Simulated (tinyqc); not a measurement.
What each parameter does: band gaps under pressure and temperature from deformation potentials.

Murnaghan: V/V0 = (1 + Bp P/B0)^(-1/Bp), B0 = (C11 + 2 C12)/3. Each gap moves by a ln(V/V0) with its volume potential a, and falls with temperature by aV T^2/(T + bV) (Varshni); the two effects are added. No change of phase is considered.

Values chosen for the exercise (near those of Ge, the X and L potentials typical of such crystals; not measured data):
```
symbol  value                  unit   meaning
Eg      0.902                  eV     gap at Gamma to the s-like level at 0 K, 0 GPa
EgX     0.947                  eV     gap to X at 0 K, 0 GPa
EgL     0.758                  eV     gap to L at 0 K, 0 GPa
C11     129.2                  GPa
C12     49.2                   GPa
Bp      4.62                          pressure derivative of the bulk modulus
aG      -9.5                   eV     volume potential of the Gamma gap
aX      1.59                   eV     volume potential of the X gap
aL      -4.05                  eV     volume potential of the L gap
aV      (0.579, 0.469, 0.472)  meV/K  Varshni alpha of Gamma, X, L
bV      (304, 254, 234)        K      Varshni beta of Gamma, X, L
P       2.3                    GPa    pressure
T       300                    K      temperature
```

Gaps at P and T.

One parameter was then changed.

Results before and after:
```
case     Gamma (eV)  X (eV)  L (eV)
base         1.0853  0.8257  0.7934
changed      1.1104  0.8215  0.8041
```

Which of these changes was made? (a) P = 2.53 GPa; (b) T = 350 K; (c) aG = -10.45 eV; (d) C11 = 116.28 GPa; (e) C12 = 54.12 GPa; (f) aL = -4.455 eV; (g) aX = 1.749 eV; (h) Bp = 4.158.

Answer: (a) P = 2.53 GPa. Of the candidates, run in turn, only this one gives the changed row.

All candidates:
```
case              Gamma (eV)  X (eV)  L (eV)
base                  1.0853  0.8257  0.7934
T = 350 K             1.0631  0.8068  0.7739
C11 = 116.28 GPa      1.1004  0.8232  0.7998
C12 = 54.12 GPa       1.0748  0.8275  0.7889
Bp = 4.158            1.0870  0.8254  0.7941
aG = -10.45 eV        1.1122  0.8257  0.7934
aX = 1.749 eV         1.0853  0.8212  0.7934
aL = -4.455 eV        1.0853  0.8257  0.8049
P = 2.53 GPa          1.1104  0.8215  0.8041
```

(tinyqc, `OMP_NUM_THREADS=1 python tinyqc.py 1051366 1051367 out.jsonl`, Intel(R) Xeon(R) Processor @ 2.30GHz, 1 thread, shared host, about 0.01 s.)
